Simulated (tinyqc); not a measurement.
Interdiffusion in a binary couple: Darken equations, Kirkendall shift and Boltzmann-Matano analysis: one step, computed by the program tinyqc. Command: `OMP_NUM_THREADS=1 python tinyqc.py 3004277 3004278 out.jsonl darken walk`. One thread of a shared host (Intel(R) Xeon(R) Processor @ 2.30GHz), about 0.01 s of CPU time with the checks.

x is the mole fraction of B; the molar volume is constant, and the two halves are long enough to count as infinite.

Question. Diffusivities at one composition. D*_i(x) = D*_i(0) exp(k x); thermodynamic factor Phi = 1 - 2 W x (1 - x)/(k_B T); with f0 = 0.7815, M0 = 2 f0/(1 - f0), den = M0 ((1 - x) D*_A + x D*_B): D_A = D*_A Phi [1 + 2 (1 - x)(D*_A - D*_B)/den], D_B = D*_B Phi [1 - 2 x (D*_A - D*_B)/den]; interdiffusion D~ = x D_A + (1 - x) D_B.

Inputs (values chosen for the exercise, for a model alloy A-B): tracer diffusivity D*_A(0) = 2.4e-15 m^2/s; tracer diffusivity D*_B(0) = 1.6e-15 m^2/s; slope k of ln D* with x = -1.2; regular-solution parameter W = -0.0078 eV; temperature T = 1200 K; composition x for the local step = 0.42.

Vacancy-wind correction: Manning, fcc.

Constants: k_B = 8.617333262e-05 eV/K.

Give: thermodynamic factor Phi; intrinsic D_A; intrinsic D_B; interdiffusion coefficient D~ at the local x.

Answer.

thermodynamic factor Phi = 1.037

intrinsic D_A = 1.598e-15 m^2/s

intrinsic D_B = 9.565e-16 m^2/s

interdiffusion coefficient D~ at the local x = 1.226e-15 m^2/s

A negative W (tendency to order or compound) speeds mixing: Phi is above 1.
